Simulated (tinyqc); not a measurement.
Thermal boundary conductance by the acoustic and diffuse mismatch models: one step, computed by the program tinyqc.

Each side has one longitudinal and two transverse Debye branches, omega = v q up to q_D = (6 pi^2 n)^(1/3), with n counting all atoms. Scattering at the interface is elastic. Electrons are left out of G, also for metals. Melting is ignored. G refers to the temperatures of the phonons sent towards the interface. Linear branches over all atoms overstate G at high T, most for crystals with several atoms a cell.

Question. Diffuse mismatch: transmission at low frequency. A phonon forgets its side and branch: alpha(1 to 2) = S_2/(S_1 + S_2), S_i = 1/vL_i^2 + 2/vT_i^2.

Inputs (values chosen for the exercise, modelled on copper (side 1) and gold (side 2)):
```
quantity,value,unit
longitudinal velocity vL_1,4890,m/s
transverse velocity vT_1,2510,m/s
longitudinal velocity vL_2,3340,m/s
transverse velocity vT_2,1310,m/s
```

Structure: film on a substrate.

Give: S_1; S_2; diffuse alpha, 1 to 2.

Answer.

S_1 = 3.593e-07 s^2/m^2

S_2 = 1.255e-06 s^2/m^2

diffuse alpha, 1 to 2 = 0.7774
